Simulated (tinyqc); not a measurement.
# Modulation-doped quantum well, Poisson-Schroedinger loop with local exchange and correlation: effects of single changes

A well of width L centred at z = 0 between barriers Vb; effective-mass electrons, parabolic bands. The electrons come from donor sheets outside the mesh, a share fL of Ns on the left and the rest on the right, so the structure is neutral. Energies are counted from the band edge of the well, with U = 0 on the first node in the Hartree part.

Inputs (values chosen for the exercise); material values close to those of GaN in AlGaN:
```
symbol  value   unit                               meaning
T         4.2      K                           temperature
mw      0.199     m0              mass along z in the well
mb      0.253     m0          mass along z in the barriers
md      0.199     m0                         in-plane mass
Vb       0.39     eV                        barrier height
eps_r    9.35           relative permittivity (all layers)
L          24     nm                            well width
Ns       3e11  cm^-2            sheet density of electrons
fL        0.7         share of the donors on the left side
Fz          0  kV/cm                 applied field along z
```

Constants: q = 1.602176634e-19 C, kB = 1.380649e-23 J/K, hbar = 1.054571817e-34 J s, m0 = 9.1093837015e-31 kg, Vt = kB T/q, eps0 = 8.8541878128e-14 F/cm where lengths are in cm, hbar^2/(2 m0) = 0.0380998212 eV nm^2. Results are converted to the units shown.

Each table varies one quantity; the others keep the values above.

## Effect of the sheet density of electrons

Schroedinger equation -C d/dz (1/m) dpsi/dz + (V0 + U) psi = E psi, C = hbar^2/(2 m0), on a fine mesh (400 intervals across the well) with hard walls 10.8 nm outside the well edges (to within half a fine step); the lowest 3 levels are kept. V0 = 0 in the well and Vb outside, plus q Fz z (1 kV/cm = 1e-4 eV/nm). N_k = D Vt ln(1 + exp((EF - E_k)/Vt)), D = md m0 q/(pi hbar^2), sum N_k = Ns; n = sum N_k |psi_k|^2. dU/dz = q (fL Ns - integral of n from the left)/(eps0 eps_r). Added to it: V_xc = -(2 Ry/(pi al rs)) [1 + 0.7734 (rs/21) ln(1 + 21/rs)] (Hedin-Lundqvist), al = (4/(9 pi))^(1/3), rs = (3/(4 pi n))^(1/3)/aB, aB = 4 pi eps0 eps_r hbar^2/(md m0 q^2), Ry = q/(8 pi eps0 eps_r aB) in eV. The loop is converged to 1e-9 eV; shares under 0.001 % are printed as 0.

Effect of the sheet density of electrons:

| Ns (cm^-2) | E2 - E1 (meV) | EF - E1 (meV) | share of E2 (%) | centroid (nm) | charge in the barriers (%) | range of U in the well (meV) |
|---|---|---|---|---|---|---|
| 5e10 | 8.82 | 0.525 | 0 | -0.985 | 0.0473 | 5.07 |
| 9.4e10 | 8.48 | 1.11 | 0 | -1.65 | 0.0604 | 7.04 |
| 1.7e11 | 7.82 | 2.04 | 0 | -2.43 | 0.0888 | 11.0 |
| 3.3e11 | 6.24 | 3.97 | 0.0172 | -3.29 | 0.160 | 21.6 |
| 6.1e11 | 4.86 | 6.09 | 17.0 | -3.57 | 0.338 | 38.0 |
| 1.1e12 | 5.91 | 9.57 | 27.7 | -3.72 | 0.645 | 61.6 |
| 2.1e12 | 10.2 | 17.7 | 29.9 | -3.91 | 1.28 | 98.6 |

As Ns goes from 5e10 to 2.1e12, E2 - E1 goes from 8.82 through a minimum of 4.86 (at Ns = 6.1e11 among the rows listed) to 10.2 meV, EF - E1 rises from 0.525 to 17.7 meV and the share of E2 rises from 0 to 29.9 %. EF lies above E2 for Ns = 6.1e11, 1.1e12, 2.1e12. The band bending across the well rises from 5.07 to 98.6 meV, as Ns^(0.79).

## Effect of the well width

Same model as above.

Effect of the well width:

| L (nm) | E2 - E1 (meV) | EF - E1 (meV) | share of E2 (%) | centroid (nm) | charge in the barriers (%) | range of U in the well (meV) |
|---|---|---|---|---|---|---|
| 9.6 | 45.0 | 3.61 | 0 | -0.211 | 0.565 | 10.8 |
| 12 | 30.1 | 3.61 | 0 | -0.441 | 0.341 | 12.5 |
| 15 | 19.6 | 3.61 | 0 | -0.904 | 0.223 | 13.8 |
| 19 | 11.9 | 3.61 | 0 | -1.80 | 0.165 | 16.7 |
| 24 | 6.54 | 3.61 | 0.00303 | -3.18 | 0.146 | 19.7 |
| 30 | 3.06 | 3.25 | 9.96 | -4.59 | 0.156 | 22.5 |
| 38 | 1.81 | 2.70 | 25.3 | -6.11 | 0.170 | 25.5 |
| 48 | 1.60 | 2.59 | 28.1 | -8.07 | 0.171 | 27.9 |

Read the table: what changes, and by how much?

As L goes from 9.6 to 48, E2 - E1 falls from 45.0 to 1.60 meV, EF - E1 falls from 3.61 to 2.59 meV and the share of E2 rises from 0 to 28.1 %. EF lies above E2 for L = 30, 38, 48. The spacing goes as L^(-2.07) over the table; an empty well with infinite walls would give -2.

tinyqc, about 0.3 s, one thread, Intel Xeon 2.30GHz (shared host): `OMP_NUM_THREADS=1 python tinyqc.py 2140055 2140056 out.jsonl`
